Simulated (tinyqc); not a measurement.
Raising D: domain walls in a thin film with perpendicular anisotropy: Bloch, Neel and chiral walls, motion and stripe domains. Computed by tinyqc, a small Python program. Command: `OMP_NUM_THREADS=1 python tinyqc.py 3012449 3012450 out.jsonl mwall walk`. One thread of a shared host (Intel(R) Xeon(R) Processor @ 2.30GHz), about 0.01 s of CPU time with the checks.

One-dimensional wall: polar angle theta(x), azimuth phi of the moment in the wall (phi = 0 Neel, 90 degrees Bloch). mu_0 = 1.25663706212e-6 T m/A, gamma = 1.76085963023e11 rad/(s T).

Inputs (values chosen for the exercise, for a model film): saturation magnetisation M_s = 658 kA/m; exchange stiffness A = 21 pJ/m; uniaxial anisotropy K_u = 699 kJ/m^3; DMI constant D = 0.28 mJ/m^2; thickness t = 2.7 nm.

Method. K_eff = K_u - mu_0 M_s^2/2; Delta = sqrt(A/K_eff); sigma_0 = 4 sqrt(A K_eff); profile theta = 2 arctan exp(x/Delta); quality factor Q = 2 K_u/(mu_0 M_s^2). sigma(phi) = sigma_0 + 2 Delta K_D cos^2(phi) - pi D cos(phi), with the wall shape anisotropy K_D = N_x mu_0 M_s^2/2, N_x = t ln 2/(pi Delta). The minimum has cos(phi) = D/D_N for D < D_N = 4 Delta K_D/pi and phi = 0 beyond; sigma turns negative at D_c = (sigma_0 + 2 Delta K_D)/pi.

D_N = 0.206339 mJ/m^2

D_c = 3.91570 mJ/m^2

width parameter Delta = 7.01319 nm

sigma_0 = 11.9774 mJ/m^2

Wall against D; the last column is the Kaplan-Gehring width, log10[0.955 t exp(pi sigma/(mu_0 M_s^2 t))/nm], with a dash where it falls below 10 Delta and the formula fails:
```
D (mJ/m^2)  phi (degrees)  sigma (mJ/m^2)  sigma/sigma_0  log10 domain width
0.041              78.539          11.965        0.99893              11.524
0.100              61.011          11.901        0.99364              11.465
0.170              34.524          11.757        0.98163              11.331
0.780               0.000           9.851        0.82247               9.561
1.600               0.000           7.275        0.60739               7.168
2.300               0.000           5.076        0.42379               5.126
3.100               0.000           2.563        0.21395               2.791
3.500               0.000           1.306        0.10904                   -
```

D_N is 5 % of D_c, so a small D fixes the chirality long before it lowers the energy much. Beyond D_N sigma falls by pi per unit of D, and the domain width, which has sigma in an exponent, drops by 8.7 decades over the valid rows (values above 6 mean a single domain in any device).

Extremes, crossings and ranges named in words are read from the listed rows.
